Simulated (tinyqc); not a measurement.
Q-state Potts model on a small periodic square lattice: enumeration, Metropolis, heat-bath and Wolff steps: one step, computed by the program tinyqc. Command: `OMP_NUM_THREADS=1 python tinyqc.py 3113222 3113223 out.jsonl potts walk`. One thread of a shared host (Intel(R) Xeon(R) Processor @ 2.30GHz), about 0.05 s of CPU time with the checks.

E = -J x (number of nearest-neighbour bonds with equal states); n x n sites with periodic edges have 2 n^2 bonds. Order parameter m = (q f - 1)/(q - 1), f being the largest share of one state. Sites are numbered row by row from 0. Here q = 3 and n = 3.

Problem. Exact averages. All q^(n^2) states are counted by their number b of equal bonds; weights g(b) exp(K b), K = J/(k_B T). Per site: u = -J <b>/n^2, c/k_B = K^2 (<b^2> - <b>^2)/n^2. ln Z = ln sum g(b) exp(K b); entropy per site s/k_B = (ln Z - K <b>)/n^2.

Inputs (values chosen for the exercise, for a model of domains or grain orientations): coupling J = 37 meV; temperature T = 473 K.

States by number of equal bonds:
```
b   g(b)   probability
0     12  1.469693e-07
2    540  4.063529e-05
3    936  1.745893e-04
4   3240  1.498024e-03
5   3996  4.579642e-03
6   3348  9.510943e-03
7   3240  2.281473e-02
8   2592  4.524154e-02
9    660  2.855475e-02
10   810  8.686636e-02
11   108  2.870929e-02
12   144  9.488408e-02
14    54  2.186195e-01
18     3  4.585058e-01
```

K = 0.9077530

Give: <b>; energy u; heat capacity c; entropy s.

Solution.

<b> = 14.50

energy u = -59.62 meV/site

heat capacity c = 1.257 k_B/site

entropy s = 0.5615 k_B/site
